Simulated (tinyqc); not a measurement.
Mass and optical strength against direction: two-band tight binding of a puckered layer.

With X = kx ax/2 and Y = ky ay/2: h = t2 + 2 cos(Y) (t1 exp(iX) + t3 exp(-iX)) + t5 exp(2iX), d = 4 t4 cos(X) cos(Y), H = [[d, h], [h*, d]], E = d -/+ |h|.

Parameters, chosen for this exercise (near a published set for monolayer black phosphorus; not measured data):

| symbol | value | unit | meaning |
|---|---|---|---|
| ax | 4.63 | angstrom | period along x (armchair) |
| ay | 3.34 | angstrom | period along y (zigzag) |
| t1 | -1.21 | eV | along the zigzag |
| t2 | 3.662 | eV | across the pucker |
| t3 | -0.209 | eV | second in the sheet |
| t4 | -0.11 | eV | same sublattice |
| t5 | -0.058 | eV | far across |

masses (m0):
```
                x        y
electron  0.15180  0.83351
hole      0.16755  1.13939
```

chi = -4.90317 eV angstrom

Angle from x. 1/m(theta) = cos^2/mx + sin^2/my. Near Gamma only x-polarised light couples the bands, with strength chi^2 cos^2(theta), chi = ax (t1 - t3 + t5) = d Im(h)/dkx; the positions of the atoms inside the cell, which would change this dipole but not the masses, are left out. The last column is the transition energy at |k| = 0.1 1/angstrom from the full bands, less the gap.

Against angle:

| theta (deg) | m_e (m0) | m_h (m0) | strength (eV^2 angstrom^2) | rise of the transition (eV) |
|---|---|---|---|---|
| 0 | 0.152 | 0.168 | 24.04 | 0.4217 |
| 15 | 0.161 | 0.178 | 22.43 | 0.4004 |
| 30 | 0.191 | 0.213 | 18.03 | 0.3411 |
| 45 | 0.257 | 0.292 | 12.02 | 0.2575 |
| 60 | 0.393 | 0.465 | 6.01 | 0.1703 |
| 75 | 0.641 | 0.821 | 1.61 | 0.1039 |
| 85 | 0.806 | 1.091 | 0.18 | 0.0818 |
| 90 | 0.834 | 1.139 | 0.00 | 0.0790 |

What can be read from this table?

The light-mass direction rules: at 45 degrees the electron mass is still 0.257, 1.69 times the value along x, against 5.5 times at 90 degrees. At |k| = 0.1 the transition has risen 5.3 times as much along x as along y.

Run: tinyqc, `OMP_NUM_THREADS=1 python tinyqc.py 1450996 1450997 out.jsonl`; Intel(R) Xeon(R) Processor @ 2.30GHz, one thread, shared host; about 0.01 s of CPU time with all checks.
